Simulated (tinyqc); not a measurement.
Comparisons within one model: eight-band Kane k.p model. A value that a table varies takes the place of the one given here.

Eight-band Kane model, basis S, X, Y, Z times spin, zero of energy at the top of the unstrained valence band, c = hbar^2/2m0. Within each spin: H_SS = Eg + A c k^2, H_SX = i P kx (likewise Y, Z), H_XX = -Dso/3 + L kx^2 + M (ky^2 + kz^2), H_XY = N kx ky, and cyclic. Spin-orbit term (Dso/3) L.sigma on X, Y, Z with (L_k)_ij = -i epsilon_kij: <X+|H|Y+> = -i Dso/3, <X+|H|Z-> = Dso/3, <Y+|H|Z-> = -i Dso/3, <Z+|H|X-> = -Dso/3, <Z+|H|Y-> = i Dso/3, <X-|H|Y-> = i Dso/3, and their conjugates; + and - are the spin along z. Terms from inversion asymmetry are left out, so every level is twofold.

P = sqrt(Ep c); A = 1/me - Ep (Eg + 2 Dso/3)/(Eg (Eg + Dso)) keeps the electron mass; g1' = g1 - Ep/(3 Eg), g2' = g2 - Ep/(6 Eg), g3' = g3 - Ep/(6 Eg) remove the coupling to S that the Luttinger values already hold; L = -c (g1' + 4 g2'), M = -c (g1' - 2 g2'), N = -6 c g3'.

Constants: hbar^2/2m0 = 3.80998211 eV angstrom^2.

Inputs chosen for the exercise (near those of GaSb; the results hold for these values, not for the real material):

| symbol | value | unit | meaning |
|---|---|---|---|
| Eg | 0.804 | eV | gap at Gamma to the s-like level |
| Dso | 0.756 | eV | spin-orbit splitting |
| Ep | 27.6 | eV | Kane energy |
| me | 0.039 | m0 | electron mass at Gamma |
| g1 | 13.39 |  | Luttinger gamma1 |
| g2 | 4.69 |  | gamma2 |
| g3 | 5.98 |  | gamma3 |
| kmax | 0.04 | 1/angstrom | end of the path |

## Non-parabolicity of the conduction band

Unstrained, along [111], six points up to kmax. Parabolic: E = c k^2/me. Two-band form: E (1 + alpha E) = c k^2/me with alpha = (1 - me)^2/Eg. The column alpha(k) solves that form for alpha with the eight-band energy. Energies from the conduction edge.

Energies:

| \|k\| (1/angstrom) | parabolic (eV) | two-band (eV) | eight-band (eV) | alpha(k) (1/eV) | parabolic / eight-band |
|---|---|---|---|---|---|
| 0.0067 | 0.0043 | 0.0043 | 0.0043 | 1.400 | 1.006 |
| 0.0133 | 0.0174 | 0.0170 | 0.0170 | 1.404 | 1.024 |
| 0.0200 | 0.0391 | 0.0375 | 0.0371 | 1.411 | 1.052 |
| 0.0267 | 0.0695 | 0.0647 | 0.0637 | 1.421 | 1.091 |
| 0.0333 | 0.1085 | 0.0976 | 0.0955 | 1.432 | 1.137 |
| 0.0400 | 0.1563 | 0.1353 | 0.1314 | 1.446 | 1.190 |

alpha = 1.149 1/eV

At the last point the parabola lies a factor 1.19 above the eight-band value, and the two-band form 3.9 meV above it. The parabola stays within 5 % up to |k| = 0.0133 1/angstrom of the points listed. alpha(k) goes from 1.400 to 1.446 1/eV, a spread of 3.3 % over this range; the simple rule gives 1.149, 18 % below the first value, as it knows neither Dso nor the remote terms.

## Four, six or eight bands for the holes

Unstrained, along [100]. Six bands: the X, Y, Z block alone with the full g1, g2, g3 in L, M, N. Four bands: the same with Dso sent to infinity. HH, LH and SO name the pairs from the top.

Valence levels (eV):

| \|k\| (1/angstrom) | HH 4 | HH 6 | HH 8 | LH 4 | LH 6 | LH 8 | SO 6 | SO 8 |
|---|---|---|---|---|---|---|---|---|
| 0.0067 | -0.0007 | -0.0007 | -0.0007 | -0.0039 | -0.0038 | -0.0038 | -0.7583 | -0.7573 |
| 0.0133 | -0.0027 | -0.0027 | -0.0027 | -0.0154 | -0.0153 | -0.0151 | -0.7652 | -0.7613 |
| 0.0200 | -0.0061 | -0.0061 | -0.0061 | -0.0347 | -0.0342 | -0.0330 | -0.7770 | -0.7680 |
| 0.0267 | -0.0109 | -0.0109 | -0.0109 | -0.0617 | -0.0599 | -0.0567 | -0.7940 | -0.7774 |
| 0.0333 | -0.0170 | -0.0170 | -0.0170 | -0.0964 | -0.0920 | -0.0849 | -0.8171 | -0.7896 |
| 0.0400 | -0.0244 | -0.0244 | -0.0244 | -0.1388 | -0.1296 | -0.1168 | -0.8469 | -0.8046 |

At |k| = 0.0400 the heavy holes of the three models span 0.0 meV and the light holes 22.0 meV. The split-off band moves the light hole by +9.2 meV and treating the conduction band exactly moves it by +12.8 meV more; the conduction band matters more here, where the four-band light-hole energy is 0.18 times Dso and 0.17 times Eg.

## Far from Gamma

Pairs 3 and 4 along [100] out to 3.2 1/angstrom, beyond the zone edge but about the reach pi/h of a grid with h = 1 angstrom, with Ep as given and with Ep rescaled so that A = 1: Ep = (1/me - 1) Eg (Eg + Dso)/(Eg + 2 Dso/3). Crossings of E = Eg/2 are found on a scan of 320 points from 0.05 to 3.2 and refined by bisection.

Levels (eV):

| kx (1/angstrom) | pair 3 | pair 4 | pair 3, rescaled | pair 4, rescaled |
|---|---|---|---|---|
| 0.0 | 0.000 | 0.804 | 0.000 | 0.804 |
| 0.4 | -2.444 | 4.239 | -2.444 | 3.893 |
| 0.8 | -9.778 | 9.246 | -9.778 | 7.282 |
| 1.2 | -21.046 | 16.325 | -20.235 | 11.169 |
| 1.6 | -34.675 | 25.832 | -32.520 | 15.906 |
| 2.0 | -52.029 | 37.897 | -47.956 | 21.670 |
| 2.4 | -73.165 | 52.571 | -66.651 | 28.549 |
| 2.8 | -98.108 | 69.877 | -88.653 | 36.589 |
| 3.2 | -126.867 | 89.824 | -113.985 | 45.812 |

A (a pure number) and L (eV angstrom^2) as given: -3.142  8.300

rescaled Ep = 23.63 eV

A and L rescaled: 1.000  -10.522

Crossings of mid-gap:

| set | number | first kx (1/angstrom) |
|---|---|---|
| as given | 0 | - |
| rescaled | 0 | - |

Is the parameter set safe for a calculation on a fine real-space grid?

Along this line and up to 3.2 1/angstrom, yes: no level crosses the middle of the gap; but A < 0 or L > 0 bends a band towards the gap, so this scan alone does not clear the set: other directions, such as [110] and [111], should be scanned too, and interfaces can still cause trouble. At large kx the S and X states dominate and (A c k^2)(L k^2) - P^2 k^2 must vanish for a state in the gap, which needs A L > 0, near k = P/sqrt(A c L); here A = -3.142 and L = 8.300 have opposite signs. In the rerun with Ep = 23.63 eV, A = 1.000 and L = -10.522 have opposite signs, and no level crosses. Electron, heavy- and light-hole masses at Gamma are the same for both sets.

## What each parameter does

Unstrained; levels at |k| = kmax along [111], all derived values formed anew. Each row changes one parameter from the base and keeps the others.

Results:

| case | conduction (eV) | heavy hole (eV) | light hole (eV) | split-off (eV) |
|---|---|---|---|---|
| base | 0.9354 | -0.0087 | -0.1262 | -0.8072 |
| Eg = 0.8844 eV | 1.0172 | -0.0087 | -0.1270 | -0.8124 |
| Dso = 0.8316 eV | 0.9356 | -0.0087 | -0.1271 | -0.8805 |
| Ep = 30.36 eV | 0.9359 | -0.0087 | -0.1270 | -0.8036 |
| me = 0.0429 m0 | 0.9229 | -0.0087 | -0.1276 | -0.8076 |
| g1 = 12.051 | 0.9364 | -0.0006 | -0.1189 | -0.7992 |
| g2 = 5.159 | 0.9354 | -0.0087 | -0.1262 | -0.8072 |
| g3 = 6.578 | 0.9337 | -0.0014 | -0.1302 | -0.8089 |

The largest shifts from the base row, up to three for each result and ties (the steps differ in size, so this ranks the rows, not the parameters). conduction (eV): Eg +0.0819, me -0.0124, g3 -0.0016; unchanged at the printed digits by g2. heavy hole (eV): g1 +0.0082, g3 +0.0073; unchanged at the printed digits by Eg, Dso, Ep, me and g2. light hole (eV): g1 +0.0074, g3 -0.0039, me -0.0014; unchanged at the printed digits by g2. split-off (eV): Dso -0.0733, g1 +0.0079, Eg -0.0052; unchanged at the printed digits by g2. Along [111] the heavy hole follows g1 - 2 g3 alone.

Run: tinyqc, `OMP_NUM_THREADS=1 python tinyqc.py 1080971 1080972 out.jsonl`; Intel(R) Xeon(R) Processor @ 2.30GHz, one thread, shared host; about 0.1 s of CPU time with all checks.
